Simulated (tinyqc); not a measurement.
Metal-interlayer-semiconductor contact, depinning against tunnelling resistance: one step of the calculation.

Zero bias, n-type semiconductor. Gap states at the semiconductor surface thin out as exp(-be ti), which unpins the barrier; electrons must then cross the interlayer (a rectangular barrier, no voltage drop across it) and the parabolic depleted layer, both by WKB. Energies E are counted from the Fermi level; no image force, parabolic bands.

Task. Pinning, barrier and scales. S = 1/(1 + (1/S0 - 1) exp(-be ti)); phiB = S (phiM - chi) + (1 - S)(Eg - E0); xi = Ec - EF deep inside, from Nd = Nc F(-xi/Vt), F(x) = (2/sqrt(pi)) int_0^infinity sqrt(u) du/(1 + exp(u - x)); band bending U = phiB - xi; E00 = (hbar/2) sqrt(Nd/(eps0 eps_r mt m0)) in volts; A = 4 pi q mA m0 kB^2/h^3.

Parameters, values chosen for the exercise; semiconductor values close to those of silicon; interlayer mass of the order of that in silicon dioxide, offset chosen freely: temperature T = 300 K; band gap Eg = 1.14 eV; relative permittivity eps_r = 11.9; electron affinity chi = 4.17 eV; conduction-band density of states at T Nc = 2.8e19 cm^-3; tunnelling mass in the semiconductor mt = 0.197 m0; Richardson mass mA = 2.03 m0; donor density Nd = 6e18 cm^-3; charge-neutrality level above the valence band E0 = 0.35 eV; pinning factor without interlayer S0 = 0.28; metal work function phiM = 4.48 eV; interlayer thickness ti = 0.3 nm; decay constant of gap states through the interlayer be = 5.2 1/nm.

Constants: q = 1.602176634e-19 C, kB = 1.380649e-23 J/K, eps0 = 8.8541878128e-12 F/m, hbar = 1.054571817e-34 J s, h = 6.62607015e-34 J s, m0 = 9.1093837015e-31 kg, Vt = kB T/q. Results are converted to the units shown.

Find: S; phiB; xi; U; E00; A.

Result.

S = 0.6492
phiB = 0.4784 eV
xi = 0.03787 eV
U = 0.4405 eV
E00 = 0.02970 eV
A = 244.0 A/(cm^2 K^2)

Computed by the program tinyqc: `OMP_NUM_THREADS=1 python tinyqc.py 2270112 2270113 out.jsonl`, one thread of a shared Intel Xeon 2.30GHz, about 0.03 s for the whole run.
